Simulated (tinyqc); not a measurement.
Coupled-perturbed Hartree-Fock on RHF in the sto-3g basis, for Li+, spin multiplicity 1, step by step. One step of it, computed by the program tinyqc.

Problem. Response to a field: uncoupled start. Field along z; U_ai = -mu_ai / (e_a - e_i), alpha = -4 sum U_ai mu_ai.

orbital energies (hartree): MO1 -2.736765, MO2 -0.180035, MO3 -0.094515, MO4 -0.094515, MO5 -0.094515

dipole integrals <a|z|i> (bohr):
```
,i1
a2,0.000000
a3,0.000000
a4,0.199222
a5,0.000000
```

Give: uncoupled U; uncoupled polarisability.

Solution.

uncoupled U:
```
,i1
a2,0.000
a3,0.000
a4,-0.075
a5,0.000
```

uncoupled polarisability = 0.060 bohr^3
